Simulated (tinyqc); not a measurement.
Comparisons within one model: strained quantum well: band edges, subbands and transparency. A value that a table varies takes the place of the one given here.

Growth on (001), barriers unstrained: tr(e) = e (2 - nu2), Z = b e (1 + nu2); Ec = Ev + Eg + ac tr(e), E_HH = Ev + av tr(e) + Z, E_LH = Ev + av tr(e) - Z (coupling to the split-off band left out).

Masses along z: me, 1/(g1 - 2 g2) for HH, 1/(g1 + 2 g2) for LH, likewise in the barrier; in the plane me, 1/(g1 + g2) for HH and 1/(g1 - g2) for LH (no mixing, which understates the hole masses away from k = 0). Level n solves k L + 2 atan[(k/m)/(kappa/mb)] = n pi, k = sqrt(m E/c), kappa = sqrt(mb (V - E)/c), c = hbar^2/2m0.

Transparency (Bernard-Duraffourg): Fc - Fv equals the lowest transition energy with n = p, n = sum m/(2 pi c) kB T ln(1 + exp((Fc - E)/kB T)) and p likewise over the listed subbands; c = hbar^2/2m0, 1/angstrom^2 = 1e16/cm^2.

Constants: hbar^2/2m0 = 3.80998211 eV angstrom^2; kB = 8.617333262e-05 eV/K; hc = 1239.841984 eV nm.

Inputs chosen for the exercise (near those of an InGaAs/InP well; not measured data):
- nu2 = 1.024 (2 C12/C11)
- Eg = 0.565 eV (unstrained gap of the well)
- Ev = -0.574 eV (its valence edge)
- ac = -5.73 eV
- av = 1.05 eV (Ev moves by av tr(e))
- b = -1.86 eV (shear potential)
- Egb = 1.345 eV (gap of the barrier)
- Evb = -0.94 eV (its valence edge)
- L = 58 angstrom (well width)
- me = 0.0368 m0 (electron mass)
- g1 = 15.96 (gamma1)
- g2 = 6.5 (gamma2)
- meb = 0.08 m0
- g1b = 5.08
- g2b = 1.6
- T = 300 K (temperature)
- es = (-0.02, -0.014, -0.008, -0.003, 0, 0.003, 0.007, 0.012) (strains)
- e = -0.0105 (strain in the plane)
- Ls = (30, 40, 55, 70, 90, 120) angstrom (widths)

## Strain as a design knob

Only the strain is changed; the unstrained gap and the masses are kept.

Results:
```
e (%)  wavelength (nm)  top hole  hh1 - lh1 (meV)  n_tr (1e12/cm^2)  share in top
-2.0              1702       hh1              199             0.317          0.90
-1.4              1733       hh1              157             0.319          0.90
-0.8              1767       hh1              116             0.323          0.87
-0.3              1796       hh1               81             0.336          0.80
0.0               1814       hh1               60             0.356          0.71
0.3               1833       hh1               39             0.392          0.57
0.7               1859       hh1               10             0.478          0.36
1.2               1968       lh1              -25             0.482          0.84
```

What can be read from the table?

n_tr is largest at e = +1.2 % (0.48), where hh1 - lh1 = -25 meV and the top subband holds 84 % of the holes, and smallest, 0.32, at -2.0 and -1.4 %. The top hole level turns from hh to lh, and the light from TE to TM, between +0.7 and +1.2 %. The wavelength runs from 1702 to 1968 nm.

## Width of the well

All levels anew.

Results:
```
L (angstrom)  wavelength (nm)  top hole  hh1 - lh1 (meV)  n_tr (1e12/cm^2)  share in top  n_tr/L (1e18/cm^3)
30                       1501       hh1              161             0.304          0.99                1.01
40                       1615       hh1              150             0.306          0.98                0.77
55                       1734       hh1              136             0.317          0.91                0.58
70                       1813       hh1              125             0.335          0.81                0.48
90                       1883       hh1              114             0.361          0.69                0.40
120                      1947       hh1              104             0.403          0.55                0.34
```

How do the results move?

The wavelength tunes by 446 nm. The sheet density at transparency changes from 0.30 to 0.40, the top hole subband holding 0.99 and 0.55 of the holes at the ends, while the volume density falls by a factor 3.0. Critical thickness and carrier escape are left out.

## What each parameter does

Edge wavelength, hh1 - lh1 and n_tr. Each row changes one parameter from the base and keeps the others.

Results:
```
case             wavelength (nm)  hh1 - lh1 (meV)  n_tr (1e12/cm^2)
base                      1752.4            133.1             0.320
L = 50 angstrom           1699.9            139.9             0.313
e = -0.0125               1741.3            147.0             0.319
Eg = 0.545 eV             1797.7            133.1             0.320
b = -2.14 eV              1767.1            144.2             0.319
ac = -5.16 eV             1765.3            133.1             0.320
me = 0.0405 m0            1757.7            133.1             0.337
g1 = 16.92                1742.5            129.5             0.309
T = 340 K                 1752.4            133.1             0.371
```

How do the results move?

The largest shifts from the base row, up to three for each result and ties (the steps differ in size, so this ranks the rows, not the parameters). wavelength (nm): L -52.5, Eg +45.3, b +14.7; unchanged at the printed digits by T. hh1 - lh1 (meV): e +13.9, b +11.2, L +6.9; unchanged at the printed digits by Eg, ac, me and T. n_tr (1e12/cm^2): T +0.051, me +0.017, g1 -0.012; unchanged at the printed digits by Eg and ac.

Computed by tinyqc, a small Python program: `OMP_NUM_THREADS=1 python tinyqc.py 1280918 1280919 out.jsonl` (the numbers bound the seed that draws the inputs); one thread of a shared host (Intel(R) Xeon(R) Processor @ 2.30GHz), about 0.01 s for the whole set of steps.
